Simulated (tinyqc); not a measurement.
Worked calculation: Hubbard chain of 4 sites. Computed by tinyqc, a small Python program that keeps every step. Settings: hopping = 1.27, U = 2.3, mixing = 0.2, iteration cap = 82. Command: `OMP_NUM_THREADS=1 python tinyqc.py 27249 27250 out.jsonl` (the two numbers bound the seeds that draw the settings). One thread of a shared host (Intel(R) Xeon(R) Processor @ 2.60GHz), about 0.2 s of CPU time with the checks. Later iterations appear only in the table of the cycle.

## Mean-field iteration 1

one-body matrix (hopping and site energies) (eV):
```
,1,2,3,4
1,-0.55000,-1.27000,0.00000,0.00000
2,-1.27000,-0.61000,-1.27000,0.00000
3,0.00000,-1.27000,-0.27000,-1.27000
4,0.00000,0.00000,-1.27000,-0.51000
```

U = 2.30000 eV

electrons, up and down: 2  2

mixing = 0.20000

n(up) at the start (a guess, not normalised): 1 0.50000, 2 0.50000, 3 0.50000, 4 0.50000

n(down) at the start (a guess): 1 0.50000, 2 0.50000, 3 0.50000, 4 0.50000

H(up) = T + U n(down), H(down) = T + U n(up); fill the lowest levels; n(new) = n + mixing (n(out) - n); E = tr T (rho up + rho down) + U sum n_up n_down of the output.

levels, up (eV): -1.37925  -0.13572  1.42528  2.74970

levels, down (eV): -1.37925  -0.13572  1.42528  2.74970

energy = -5.32289 eV

n(up) after iteration 1: 1 0.49796, 2 0.50274, 3 0.49221, 4 0.50709

n(down) after iteration 1: 1 0.49796, 2 0.50274, 3 0.49221, 4 0.50709

## Mean-field iteration 2

As before.

levels, up (eV): -1.38103  -0.13265  1.42750  2.74619

levels, down (eV): -1.38103  -0.13265  1.42750  2.74619

energy = -5.32494 eV

n(up) after iteration 2: 1 0.49717, 2 0.50447, 3 0.48709, 4 0.51127

n(down) after iteration 2: 1 0.49717, 2 0.50447, 3 0.48709, 4 0.51127

## Convergence

Each step fills the lowest levels of T + U n(other spin) and sets n(new) = n + mixing (n(out) - n); stop when output and input agree to 1e-8.

Course of the cycle:
```
iteration,E (eV),largest |n(out) - n(in)|,mean |n_up - n_down|
1,-5.3228897,3.90e-02,0.00000
2,-5.3249378,2.56e-02,0.00000
3,-5.3256884,1.70e-02,0.00000
4,-5.3259673,1.14e-02,0.00000
5,-5.3260729,7.78e-03,0.00000
6,-5.3261139,5.35e-03,0.00000
7,-5.3261302,3.72e-03,0.00000
8,-5.3261370,2.62e-03,0.00000
9,-5.3261399,1.86e-03,0.00000
10,-5.3261412,1.34e-03,0.00000
11,-5.3261418,9.66e-04,0.00000
...,...,...,...
44,-5.3261424,1.11e-07,0.00000
45,-5.3261424,8.52e-08,0.00000
46,-5.3261424,6.55e-08,0.00000
47,-5.3261424,5.03e-08,0.00000
48,-5.3261424,3.87e-08,0.00000
49,-5.3261424,2.97e-08,0.00000
50,-5.3261424,2.29e-08,0.00000
51,-5.3261424,1.76e-08,0.00000
52,-5.3261424,1.35e-08,0.00000
53,-5.3261424,1.04e-08,0.00000
54,-5.3261424,7.98e-09,0.00000
```

local moments n_up - n_down: 1 0.00000, 2 0.00000, 3 0.00000, 4 0.00000

Converged in 54 iterations. But random starts reach -5.33038 eV, so this is another stationary point, not the lowest one. Reruns (cap 100 unless said): mixing 0.5: converged in 17 to a higher stationary point (E = -5.32614); mixing 0.9: converged in 96 to a higher stationary point (E = -5.32614). Before convergence this energy mixes input and output and is not variational, so it may rise towards its limit.

## Exact diagonalisation (36 states)

Lowest levels of the sector, and the double occupancy of the lowest state.

lowest levels (eV): -5.74777  -4.70890  -3.70380  -3.39928  -3.20222  -2.63129

double occupancy per site = 0.16074

The mean-field solution above lies 0.4216 eV above the exact energy.

## The lowest level by Lanczos steps

From a random start vector (not printed): a_j = <q_j|H|q_j>, b_j = norm of the remainder after orthogonalising; the Ritz value is the lowest eigenvalue of the tridiagonal matrix of a and b so far.

Lanczos:
```
j,a_j (eV),b_j (eV),lowest Ritz value (eV)
1,-0.96608,2.59592,-0.9660762
2,-0.20321,3.71308,-3.2084375
3,-0.13803,3.26668,-4.8568756
4,0.52846,3.24016,-5.5103340
5,1.84000,2.30336,-5.7112246
6,0.99893,2.78282,-5.7398599
7,1.34621,2.39154,-5.7462651
8,1.51540,2.68301,-5.7472689
9,-0.53240,2.78557,-5.7475516
10,-0.43698,1.98186,-5.7477100
```
